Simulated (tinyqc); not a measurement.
Worked calculation: switching kinetics of a ferroelectric film and the memory window of a ferroelectric gate stack. Computed by tinyqc, a small Python program that keeps every step. Command: `OMP_NUM_THREADS=1 python tinyqc.py 3002719 3002720 out.jsonl feswitch walk`. One thread of a shared host (Intel(R) Xeon(R) Processor @ 2.30GHz), about 0.01 s of CPU time with the checks. Intermediate numbers are printed to about 6 digits and carried at full precision; extremes and crossings named in words are read from the listed rows.

Fields in MV/cm; 1 microcoulomb/cm^2 over eps_0 is 11.29409 MV/cm. In the stack (metal, ferroelectric, interlayer, channel) the channel is taken as a conductor.

Inputs (values chosen for the exercise, for a model film):
```
quantity                                   value               unit
saturation polarisation P_s                   27  microcoulomb/cm^2
ratio P_r/P_s                               0.82                  -
coercive field E_c                          0.84              MV/cm
permittivity of the ferroelectric eps_F       26                  -
thickness t_F                                 17                 nm
permittivity of the interlayer eps_I         5.5                  -
interlayer thickness t_I                     1.9                 nm
share s of P screened by trapped charge     0.93                  -
pulse height V                               3.7                  V
time constant t_inf                      1.8e-09                  s
activation field E_a                           4              MV/cm
Merz exponent alpha                            1                  -
dimension n                                    2                  -
half width w of log10 t                      1.2                  -
pulse length t_p                         7.3e-07                  s
breakdown field of the interlayer             15              MV/cm
```

Kinetics: Kolmogorov-Avrami-Ishibashi (KAI).

## The hysteresis loop

Saturated branches: P(E) = P_s tanh[(E -/+ E_c)/(2 delta)], delta = E_c/ln[(1 + P_r/P_s)/(1 - P_r/P_s)]; D = P + eps_0 eps_F E.

delta = 0.363065 MV/cm

P on both branches (microcoulomb/cm^2) at E/E_c = -3, -2, -1, -0.5, 0, 0.5, 1, 1.5, 2, 3:
```
E (MV/cm)  rising branch  falling branch
-2.52           -26.9948        -26.4769
-1.68           -26.9478        -22.1400
-0.84           -26.4769          0.0000
-0.42           -25.3711         14.0807
0.00            -22.1400         22.1400
0.42            -14.0807         25.3711
0.84              0.0000         26.4769
1.26             14.0807         26.8344
1.68             22.1400         26.9478
2.52             26.4769         26.9948
```

peak differential permittivity eps_F + P_s/(2 delta eps_0) = 445.953

## Memory window

At threshold the channel charge is negligible, so D = 0 on each branch: (1 - s) P(E) + eps_0 eps_F E = 0, with the screened share s. The rising branch has the root E0 between 0 and E_c; window = 2 E0 t_F; its upper bound is 2 E_c t_F.

field E0 = 0.424466 MV/cm

memory window = 1.44319 V

bound 2 E_c t_F = 2.856 V

fixed-charge estimate 2 (1 - s) P_r t_F/(eps_0 eps_F) = 2.28893 V

Charge and coercive field both limit the window.

## Fields in the stack

Series stack: V = E_F t_F + E_I t_I and eps_I E_I = eps_F E_F + (1 - s) P/eps_0. Before switching P = -P_r, after it P = +P_s; in retention V = 0 and P = +P_r.

E_F before switching = 1.65680 MV/cm

E_F after switching = 1.14026 MV/cm

E_I after switching = 9.27137 MV/cm

depolarising field in retention = 0.232728 MV/cm

depolarising field over E_c = 0.277057

The interlayer reaches 62 % of its breakdown field.

## Switched share after the pulse

Merz's law: t1 = t_inf exp[(E_a/E)^alpha] at the mean of the fields before and after switching. KAI: switched share = 1 - exp[-(t/t1)^n].

mean field = 1.39853 MV/cm

switching time t1 = 3.14354e-08 s

switched share = 1

t_p is 23 t1. A field higher by 10 % would shorten t1 by a factor 1.3.

## KAI against NLS in time

KAI: 1 - exp[-(t/t1)^n]. NLS: the same kernel averaged over the Lorentzian F = (1/pi) w/[(z - log10 t1)^2 + w^2] in z = log10 tau.

Switched share:
```
log10(t/t1)      KAI       NLS
-3.0         0.00000  0.126896
-2.0         0.00010  0.183811
-1.0         0.00995  0.304562
-0.5         0.09516  0.406750
-0.2         0.32841  0.480050
0.0          0.63212  0.530664
0.2          0.91888  0.580081
0.5          0.99995  0.647704
1.0          1.00000  0.735587
2.0          1.00000  0.834742
3.0          1.00000  0.882615
```

KAI goes from 10 to 90 % within 0.67 decades of time; a Lorentzian of this width needs about 2 w tan(0.4 pi) = 7.4 decades. Three decades after t1, 11.7 % of the NLS film has not switched, and three decades before it 12.7 % already has: the tails set write margins and disturb errors.

## Interlayer thickness

Series stack: V = E_F t_F + E_I t_I and eps_I E_I = eps_F E_F + (1 - s) P/eps_0. E_I is for P = +P_s at the pulse height, the depolarising field for P = +P_r at V = 0; V needed puts E_F = 1.5 E_c after switching.

Stack against t_I:
```
t_I (nm)  E_F after (MV/cm)  E_I (MV/cm)  depolarising field / E_c  V needed (V)
0.3                 1.94567      13.0788                  0.061711       2.43712
0.5                 1.81058      12.4402                  0.097829       2.63387
0.8                 1.63100      11.5912                  0.145845       2.92899
1.2                 1.42650      10.6245                  0.200522       3.32249
1.6                 1.25349       9.8067                  0.246781       3.71599
2.0                 1.10521       9.1057                  0.286427       4.10948
3.0                 0.81319       7.7252                  0.364506       5.09323
```

Each nanometre of interlayer costs 0.98 V, against 0.13 V for a nanometre of ferroelectric. The depolarising field grows from 0.06 to 0.36 E_c. At E_F = 1.5 E_c the interlayer carries (1.5 eps_F E_c + (1 - s) P_s/eps_0)/eps_I = 9.8 MV/cm whatever its thickness. Caution: where E_F after switching is below E_c the switching stalls before P_s, and where the depolarising field exceeds E_c the state switches back, so those rows describe states that are not held.

Checks made by the program: the remanence (relative difference below 1e-10).
